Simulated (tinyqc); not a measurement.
# Finnis-Sinclair potential for a bcc metal: fit to cohesion and elasticity, then vacancy, surfaces and structure, step by step

A worked calculation. Computed by tinyqc, a small Python program that keeps every step. Command: `OMP_NUM_THREADS=1 python tinyqc.py 3113220 3113221 out.jsonl fsfit walk`. One thread of a shared host (Intel(R) Xeon(R) Processor @ 2.30GHz), about 0.01 s of CPU time with the checks. Intermediate numbers are printed to about 5 digits and carried at full precision; extremes and crossings named in words are read from the listed rows.

E = (1/2) sum V(r) - A sqrt(rho), rho = sum phi(r), phi = (r - d)^2 for r < d, V = (r - c)^2 (c0 + c1 r + c2 r^2) for r < c. In bcc the 8 first neighbours lie at sqrt(3) a/2 and the 6 second at a; both cut-offs lie below the third shell; Omega = a^3/2; E is per atom and z the number of atoms in a shell. The four constants A, c0, c1, c2 are fitted to E_c, zero pressure, B and C12 - C44 alone, so C44 and C11 - C12 are not matched singly; defects are unrelaxed.

Inputs (values chosen for the exercise, modelled on niobium):

| quantity | value | unit |
|---|---|---|
| lattice constant a | 3.3 | angstrom |
| cohesive energy E_c | 7.53 | eV |
| target C11 | 254 | GPa |
| target C12 | 132 | GPa |
| target C44 | 28.5 | GPa |
| density cut-off d/a | 1.198 | - |
| pair cut-off c/a | 1.251 | - |

Constants: 1 eV/angstrom^3 = 160.2176634 GPa; 1 eV/angstrom^2 = 16.02176634 J/m^2.

## Density sums and the constant A

rho = sum z phi, rho1 = sum z r phi', rho2 = sum z r^2 phi''. At zero pressure the effective pair part V + 2 F' phi obeys C12 = C44, so C12 - C44 = F'' (rho1/3)^2/Omega with F'' = A/(4 rho^(3/2)); this gives A.

rho = 12.163 angstrom^2

rho1 = -75.968 angstrom^2

rho2 = 261.36 angstrom^2

A = 3.0714 eV/angstrom

## Three linear equations for c0, c1, c2

With v_k = (r - c)^2 r^k the rows are (1/2) sum z v_k, (1/2) sum z r v_k' and (1/2) sum z r^2 v_k''. With rho1 = sum z r phi' and rho2 = sum z r^2 phi'' the right-hand sides are: -E_c + A sqrt(rho) (cohesion); A rho1/(2 sqrt(rho)) (zero pressure); 9 B Omega + A [rho2/(2 sqrt(rho)) - rho1^2/(4 rho^(3/2))] with B = (C11 + 2 C12)/3.

matrix:
```
                  c0       c1       c2
cohesion        8.51    25.24    75.14
pressure      -45.45  -111.89  -265.55
bulk modulus  130.68   128.10  -267.82
```

right-hand side (eV): 3.18  -33.45  184.90

## Solution

Solve the three equations.

c0, c1, c2 (eV/angstrom^2, eV/angstrom^3, eV/angstrom^4): -1.2883  1.8512  -0.4336

## Elastic constants of the fitted potential

Second differences of E with strains of 1e-4: e_xx gives C11, (e_xx, e_yy) = (1, -1) gives 2 (C11 - C12), an engineering shear gives C44. B and C12 - C44 are fitted; the one combination left tests the choice of d.

C11 = 243.92 GPa

C12 = 137.04 GPa

C44 = 33.540 GPa

error of C44 = 17.686 %

error of C' = (C11 - C12)/2 = -12.395 %

C44 comes out high and C' low: with B and C12 - C44 fixed, C44 + 2 C'/3 is fixed too, so the two errors have opposite signs.

## Unrelaxed vacancy

E_v = -A sum_shells z [sqrt(rho - phi(r)) - sqrt(rho)] - (1/2) sum z V(r): the neighbours lose one bond each, and the atom is put back in the bulk.

V at the two shells (eV): 0.74430  0.06808

phi at the two shells (angstrom^2): 1.2002  0.4269

vacancy energy E_v = 2.2941 eV

E_v/E_c = 0.30467

A pair potential would give E_v = E_c; the square root lowers the ratio to 0.30.

## Unrelaxed surfaces

An atom in layer i below the surface keeps only neighbours no higher than the top layer; gamma = sum_i (E_i + E_c)/(area per surface atom), with layer spacings a/2, a/sqrt2 and areas a^2, a^2/sqrt2 for (100) and (110).

Excess energy by layer (eV):

| face | layer 1 | layer 2 | layer 3 |
|---|---|---|---|
| (100) | 1.100405 | 0.15563 | 0 |
| (110) | 0.731859 | 0.00000 | 0 |

gamma(100) = 1.8479 J/m^2

gamma(110) = 1.5227 J/m^2

gamma(100)/gamma(110) = 1.21.

## bcc against fcc

E of each lattice against the volume per atom, as a multiple of Omega; all neighbours inside the cut-offs are summed.

Energies (eV/atom):

| V/Omega | bcc | fcc | fcc less bcc (meV) |
|---|---|---|---|
| 0.80 | -7.0891 | -6.8948 | 194.27 |
| 0.84 | -7.2547 | -7.0184 | 236.35 |
| 0.88 | -7.3790 | -7.1264 | 252.65 |
| 0.92 | -7.4646 | -7.2127 | 251.89 |
| 0.96 | -7.5141 | -7.2816 | 232.52 |
| 1.00 | -7.5300 | -7.3358 | 194.16 |
| 1.05 | -7.5066 | -7.3672 | 139.37 |
| 1.10 | -7.4397 | -7.3579 | 81.75 |
| 1.20 | -7.1939 | -7.2286 | -34.72 |

The lowest fcc row, at V/Omega = 1.05, lies +163 meV from the bcc minimum: the fit keeps bcc stable, though nothing in it asked for that.

Checks made by the program: B and C12 - C44 recovered (relative difference 4e-08).
